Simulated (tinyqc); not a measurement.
Inside a calculation. Method: CCD on RHF in the 6-311g basis, for H2, spin multiplicity 1. One step of it, computed by the program tinyqc.

Problem. CCD: starting amplitudes. t_ij^ab = <ij||ab> / (e_i + e_j - e_a - e_b), whose energy is MP2.

orbital energies (hartree): MO1 -0.521801, MO2 0.118116, MO3 0.330126, MO4 0.543780, MO5 2.528617, MO6 2.658781

Two-electron integrals over orbitals (pq|rs), unique and non-zero (hartree):
```
(11|11) 0.562870    (21|21) 0.076144    (22|11) 0.372306    (22|22) 0.319545
(31|11) -0.118556   (31|22) -0.041094   (31|31) 0.053847    (32|21) 0.011463
(32|32) 0.028797    (33|11) 0.354591    (33|22) 0.282370    (33|31) -0.039664
(33|33) 0.281116    (41|21) -0.075509   (41|32) 0.010888    (41|41) 0.094364
(42|11) -0.139991   (42|22) -0.062465   (42|31) 0.049500    (42|33) -0.052602
(42|42) 0.066637    (43|21) 0.053157    (43|32) 0.012980    (43|41) -0.050733
(43|43) 0.044076    (44|11) 0.449525    (44|22) 0.336207    (44|31) -0.079704
(44|33) 0.305129    (44|42) -0.101002   (44|44) 0.389861    (51|21) -0.028559
(51|32) 0.020371    (51|41) 0.052656    (51|43) -0.028071   (51|51) 0.072457
(52|11) -0.029771   (52|22) 0.004430    (52|31) 0.025026    (52|33) -0.006405
(52|42) 0.013857    (52|44) -0.020932   (52|52) 0.030673    (53|21) 0.034772
(53|32) -0.009291   (53|41) -0.047481   (53|43) 0.024500    (53|51) -0.041037
(53|53) 0.031405    (54|11) 0.123844    (54|22) 0.041877    (54|31) -0.056776
(54|33) 0.046209    (54|42) -0.054024   (54|44) 0.088015    (54|52) -0.041807
(54|54) 0.082850    (55|11) 0.588628    (55|22) 0.387605    (55|31) -0.138645
(55|33) 0.359964    (55|42) -0.159910   (55|44) 0.484197    (55|52) -0.064301
(55|54) 0.182359    (55|55) 0.712773    (61|11) -0.058485   (61|22) -0.019408
(61|31) 0.036985    (61|33) -0.018032   (61|42) 0.032348    (61|44) -0.052763
(61|52) 0.038834    (61|54) -0.065758   (61|55) -0.128251   (61|61) 0.069063
(62|21) -0.014230   (62|32) 0.008358    (62|41) 0.025253    (62|43) -0.016167
(62|51) 0.038066    (62|53) -0.019586   (62|62) 0.022268    (63|11) 0.085695
(63|22) 0.039211    (63|31) -0.034193   (63|33) 0.032006    (63|42) -0.037927
(63|44) 0.064927    (63|52) -0.019811   (63|54) 0.047855    (63|55) 0.122888
(63|61) -0.038165   (63|63) 0.032120    (64|21) 0.032612    (64|32) -0.019926
(64|41) -0.054505   (64|43) 0.025664    (64|51) -0.062575   (64|53) 0.039150
(64|62) -0.033592   (64|64) 0.060384    (65|21) 0.118225    (65|32) -0.011775
(65|41) -0.145085   (65|43) 0.088521    (65|51) -0.119035   (65|53) 0.090606
(65|62) -0.062082   (65|64) 0.115495    (65|65) 0.292333    (66|11) 0.591204
(66|22) 0.380603    (66|31) -0.137091   (66|33) 0.361734    (66|42) -0.159777
(66|44) 0.480066    (66|52) -0.064411   (66|54) 0.179680    (66|55) 0.701176
(66|61) -0.117345   (66|63) 0.118307    (66|66) 0.701512
```

Give: Starting amplitudes; correlation energy.

Solution.

Starting amplitudes (spin orbitals 1a, 1b, ...; amplitudes related by a flip of all spins are not repeated):

| from | to | t |
|---|---|---|
| 1a 1b | 2a 2b | -0.059 |
| 1a 1b | 4a 4b | -0.044 |
| 1a 1b | 2a 4b | 0.044 |
| 1a 1b | 3a 3b | -0.032 |
| 1a 1b | 4a 5b | -0.013 |
| 1a 1b | 5a 5b | -0.012 |
| 1a 1b | 6a 6b | -0.011 |
| 1a 1b | 3a 6b | -0.009 |
| 1a 1b | 2a 5b | 0.008 |

correlation energy = -0.02117 hartree
